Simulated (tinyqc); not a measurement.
Absorption coefficient and reflectance from two thicknesses.

Problem. With transparent contact layers the responsivity is (1 - Rf)(1 - exp(-al wi)) q lam/(h c). The second absorber is twice as thick as the first. Find al and Rf.

Inputs (values chosen for the exercise):
- lam = 850 nm (wavelength)

Constants: q = 1.602176634e-19 C, h = 6.62607015e-34 J s, c = 299792458 m/s. Results are converted to the units shown.

responsivity for wi = 18 and 36 um (A/W): [0.39951181, 0.55395763]

Solution. The ratio of the responsivities is 1 + exp(-al w1), which gives al; either value then gives 1 - Rf.

al = 528.0 1/cm
Rf = 0.05000

tinyqc, about 0.01 s, one thread, Intel Xeon 2.30GHz (shared host): `OMP_NUM_THREADS=1 python tinyqc.py 2250124 2250125 out.jsonl`
